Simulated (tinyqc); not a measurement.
Worked calculation: lattice vibrations of a chain. One step of it, computed by the program tinyqc.

Question. Dynamical matrix at q = 0.11. q is in units of 2 pi/a. A spring k from atom i to atom j, n cells on, adds k to Phi_ii and Phi_jj, -k exp(2 pi i q n) to Phi_ij and the conjugate to Phi_ji (for one atom a cell: 2k (1 - cos 2 pi q n)); D_ij = Phi_ij / sqrt(m_i m_j).

A chain moving along its axis:

| atom | mass (u) | spring to the next atom (eV/angstrom^2) |
|---|---|---|
| 1 | 59.800000 | 20.600000 |
| 2 | 113.200000 | 2.300000 |
| 3 | 67.100000 | 22.900000 |
| second neighbours | - | 2.100000 |

Give: D(q).

Answer.

D(q) (eV/(angstrom^2 u)), lower triangle (Hermitian):
```
                 1                2       3
1           0.7977
2  -0.2700-0.0163i           0.2394
3  -0.3117-0.2304i  -0.0450-0.0154i  0.4382
```
